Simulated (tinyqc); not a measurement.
Inside a calculation: spherical quantum dot. Values are carried at full precision from step to step, so a last printed digit may differ when a step is redone from the rounded ones.

With hard walls E = c (x/R)^2/mw, x a zero of j_l: 1s 3.141593; 2s 6.283185; 1p 4.493409; 2p 7.725252; 1d 5.763459; 2d 9.095011; 1f 6.987932; 2f 10.417119.

Constants: hbar^2/2m0 = 3.80998211 eV angstrom^2; e^2/(4 pi eps0) = 14.39964547 eV angstrom; Ry = 13.60569312 eV; a0 (Bohr radius) = 0.5291772105 angstrom; hc = 1239.841984 eV nm.

Inputs chosen for the exercise (near those of an InGaAs dot in InAlAs; shifted at random, so the results belong to these values and not to a real crystal): R = 75 angstrom (radius); mw = 0.0407 m0 (mass inside); V0 = 0.519 eV (barrier height); mb = 0.0756 m0 (mass outside); E = 0.1161 eV (trial energy); Eg = 0.815 eV (bulk gap); mh = 0.47 m0 (hole mass); eps = 13.1 (dielectric constant inside); eps_o = 7.1 (dielectric constant beyond a thin barrier shell (oxide or ligands)).

## Hard-wall levels

The six lowest of these, with their orbital degeneracy; c = hbar^2/2m0.

Hard walls:
```
state  degeneracy       x  E (eV)
1s              1  3.1416  0.1643
1p              3  4.4934  0.3360
1d              5  5.7635  0.5528
2s              1  6.2832  0.6570
1f              7  6.9879  0.8126
2p              3  7.7253  0.9932
```

Shells close, with spin and per valley, at 2, 8, 18, 20 electrons; levels above about 0.3 eV are beyond a parabolic mass, and anisotropic valleys split the shells. The real barrier, V0 = 0.519 eV, lies below 4 values at the end of the list.

## The matching condition at a trial energy

A sphere of radius R, isotropic masses, c = hbar^2/2m0, k = sqrt(mw E/c), kappa = sqrt(mb (V0 - E)/c). State n l is the spherical Bessel function j_l(k r) inside and k_l(kappa r) outside; psi and psi'/m are continuous: (k/mw) j_l'(kR)/j_l(kR) = (kappa/mb) k_l'(kappa R)/k_l(kappa R). For l = 0 this reads kR cot(kR) = 1 - (mw/mb)(1 + kappa R).

Both sides for the lowest state, in the form for l = 0.

k R = 2.6413
kappa R = 6.7059
left side = -4.8311
right side = -3.1486

The left side falls with E and the right side rises; here the left is the smaller, so the level lies below the trial energy.

## Bound levels

All roots below V0 for angular numbers 0 to 3, two each at most; the last column is the ratio to the hard-wall level.

Finite barrier:
```
state  degeneracy  E (eV)     k R  E/E(hard)
1s              1  0.1026  2.4830      0.625
1p              3  0.2103  3.5546      0.626
1d              5  0.3429  4.5395      0.620
2s              1  0.4134  4.9838      0.629
1f              7  0.4912  5.4331      0.605
```

5 levels of these are bound; the lowest reaches 62 % of its hard-wall value.

## Lowest optical transition

Brus estimate with the correlation term of Kayanuma, both carriers between hard walls: E = Eg + c (pi/R)^2 (1/mw + 1/mh) - 1.786 q/(eps R) - 0.248 Ry*, with q = e^2/(4 pi eps0), Ry* = Ry mu/eps^2, 1/mu = 1/mw + 1/mh, a* = a0 eps/mu, c = hbar^2/2m0. It assumes R below about a*.

Give the terms and the wavelength hc/E.

mu = 0.0375 m0
a* = 185.1 angstrom

confinement, Coulomb and correlation terms (eV): 0.1785  -0.0262  -0.0007

E = 0.9666 eV
wavelength = 1282.7 nm

R/a* = 0.41: strong confinement, as the formula assumes. For the electron, hard walls give 62 meV more than the finite barrier.

## Charging energy

Two electrons in the hard-wall 1s state repel by U = 1.786 q/(eps R) + q (1/eps_o - 1/eps)/R, the second term from the polarisation of the surface; q = e^2/(4 pi eps0). The addition energies are U for the second electron and U + E(1p) - E(1s) for the third, with U taken as constant and hard-wall levels.

direct term = 26.2 meV
polarisation term = 12.4 meV

addition energies (meV): 38.6  210.3

## Checks

- Lowest level by radial finite differences against the matching condition, eV: both 0.1026.

(tinyqc, `OMP_NUM_THREADS=1 python tinyqc.py 1280411 1280412 out.jsonl`, Intel(R) Xeon(R) Processor @ 2.30GHz, 1 thread, shared host, about 0.02 s.)
